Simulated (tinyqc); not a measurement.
# Donor or exciton in a quantum well (variational effective-mass method), step by step

A worked calculation. Computed by tinyqc, a small Python program that keeps every step. Command: `OMP_NUM_THREADS=1 python tinyqc.py 3017338 3017339 out.jsonl welldonor walk`. One thread of a shared host (Intel(R) Xeon(R) Processor @ 2.30GHz), about 0.1 s of CPU time with the checks. Intermediate numbers are printed to about 6 digits and carried at full precision; extremes and crossings named in words are read from the listed rows.

H = -nabla^2 - 2/|r - r_i| + V(z) in effective units; trial function psi = f(z) exp(-|r - r_i|/lambda), f the ground state of the well. Mass and screening are the same in well and barrier; l = L/a* is the width in effective units. Bands are flat: no polarisation or applied field.

Inputs (values chosen for the exercise, modelled on CdS): electron mass m = 0.207 m_0; dielectric constant eps = 8.8; well width L = 1.5 nm; trial radius lambda = 0.47 a*; donor position z_i/L from the centre = 0.5; barrier height V_0 = 0.44 eV.

Centre: donor. Barriers: finite.

Constants: Ry = 13.605693123 eV; a_0 = 0.529177210903 angstrom.

## Effective units

Ry* = Ry m/eps^2, a* = a_0 eps/m; l = L/a*.

mass used = 0.207 m_0

Ry* = 36.3685 meV

a* = 2.24964 nm

l = 0.666773

Caution: so narrow a well has large confinement energy, where non-parabolicity and barrier penetration matter.

## The subband

k solves k tan(k l/2) = sqrt(v - k^2), v = V_0/Ry*, 0 < k l/2 < pi/2 (bisection); f = cos(k z) inside and cos(k l/2) exp(-kappa (|z| - l/2)) outside, kappa = sqrt(v - k^2); subband energy k^2 Ry*.

k = 2.41255 1/a*

subband energy = 211.680 meV

kappa = 2.50559 1/a*

## Binding at the trial radius

Binding E_b(lambda) = -1/lambda^2 + 4 A/(lambda B), with A = int f^2 exp(-2 s/lambda) dz, B = int f^2 exp(-2 s/lambda)(1 + 2 s/lambda) dz and s = |z - z_i|; 40 Gauss-Legendre points on each piece between the walls at z = -l/2 and l/2 and z_i, and out to 12/(kappa + 1/lambda) beyond the walls.

A = 0.225405 a*

B = 0.414544 a*

E_b(lambda) = 0.100653 Ry*

## Best radius

Golden-section search for the maximum over lambda from 0.3 to 4, 40 steps.

best lambda = 1.01923 a*

binding in Ry* = 1.57974

binding energy = 57.4528 meV

radius lambda a* = 2.29290 nm

Confinement changes the binding by a factor 1.580 against the bulk value (with finite barriers it peaks in a narrow well and returns to 1 as L tends to 0, and away from the walls of a wide well it tends to 1).

## Binding against well width

Each row maximises over lambda (golden section, 0.3 to 4).

Against width:
```
L (nm)  lambda (a*)  binding (Ry*)  binding (meV)
0.83        0.92641        1.77188        64.4406
1.50        1.01923        1.57974        57.4528
2.70        1.21580        1.21801        44.2973
4.80        1.48545        0.87875        31.9588
```

The binding is largest in the narrowest well, 1.772 Ry* at 0.83 nm; the turn-over that leakage brings lies below these widths. In the widest well it is 0.879 Ry*; below 1 because the donor is on the wall, where the envelope is small. Rows under about 2 nm are a few atomic layers, where the envelope model is only a guide.

## Binding against position

The formulas are those given above.

Against position:
```
z_i/L  lambda (a*)  binding (Ry*)  binding (meV)
0.0        0.87514        1.95809        71.2130
0.1        0.88043        1.93954        70.5383
0.2        0.89667        1.88566        68.5785
0.3        0.92484        1.80170        65.5252
0.4        0.96581        1.69617        61.6870
0.5        1.01923        1.57974        57.4528
```

From the centre to the wall the binding falls from 71.213 to 57.453 meV, 81 % of the centre value, since the walls keep the electron away from an off-centre ion; uniform doping thus gives a band of levels 13.760 meV wide, with a peak in its density at the centre value, where the slope vanishes.

Checks made by the program: the wide-well limit, 1 Ry* (relative difference 3e-03).
